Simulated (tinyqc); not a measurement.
Trap density from two Hall measurements.

Question. p-type body, charge-sheet picture, full ionisation (an idealisation for deep acceptors), Boltzmann statistics for free electrons. e = Ec - EF at the surface. psi = Eg - Vt ln(Nv/Na) - e; N_dep = sqrt(2 eps0 eps_r Na (psi - Vt)/q); n_f = sqrt(N_dep^2 + 2 eps0 eps_r Vt Nc exp(-e/Vt)/q) - N_dep; Vg = Vfb + psi + q (N_dep + n_t + n_f)/Cox, Cox = eps0 eox/tox. Find e and n_t at both points and the mean trap density between them.

Parameters, values chosen for the exercise; band and dielectric values close to those of silicon:
- T = 250 K (temperature)
- Eg = 1.12 eV (band gap)
- eps_r = 11.5 (relative permittivity)
- Nc = 2.11e19 cm^-3 (conduction-band density of states at T)
- Nv = 2.01e19 cm^-3 (valence-band density of states at T)
- eox = 3.9 (relative permittivity of the insulator)
- tox = 34 nm (insulator thickness)
- Na = 4.6e16 cm^-3 (acceptor density)
- Vfb = -0.69 V (flat-band voltage without trapped charge)

Constants: q = 1.602176634e-19 C, kB = 1.380649e-23 J/K, Vt = kB T/q, eps0 = 8.8541878128e-14 F/cm where lengths are in cm. Results are converted to the units shown.

Vg (V): 1.3519801  1.6701663
free sheet density from the Hall effect (cm^-2): 3.0448429e8  1.1777938e10

Answer. Each n_f fixes e; what the gate voltage holds beyond psi, N_dep and n_f is trapped; the difference quotient is the density, smeared over a few Vt.

e (eV): 0.206  0.126
n_t (cm^-2): 1.31e11  2.36e11
mean trap density = 1.32e12 cm^-2 eV^-1

Computed by the program tinyqc: `OMP_NUM_THREADS=1 python tinyqc.py 2222107 2222108 out.jsonl`, one thread of a shared Intel Xeon 2.30GHz, about 0.02 s for the whole run.
